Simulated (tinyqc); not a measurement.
## Impurity strength from the transmission

Question. An infinite chain has hopping -t with t = 0.907 eV and site energy 0; E = -2 t cos(k) with E = 1.31 eV. One site has the energy u > 0, so T(E) = 1/[1 + u^2/(4 t^2 sin^2 k)]. Find sin^2 k and u.

T(E) = 0.69053935

Solution. sin^2 k = 1 - (E/2t)^2, and u = 2 t |sin k| sqrt(1/T(E) - 1).

sin^2 k = 0.478
u = 0.840 eV

Numbers from tinyqc (`OMP_NUM_THREADS=1 python tinyqc.py 2660130 2660131 out.jsonl`; about 0.02 s on one thread of a shared Intel Xeon 2.30GHz).
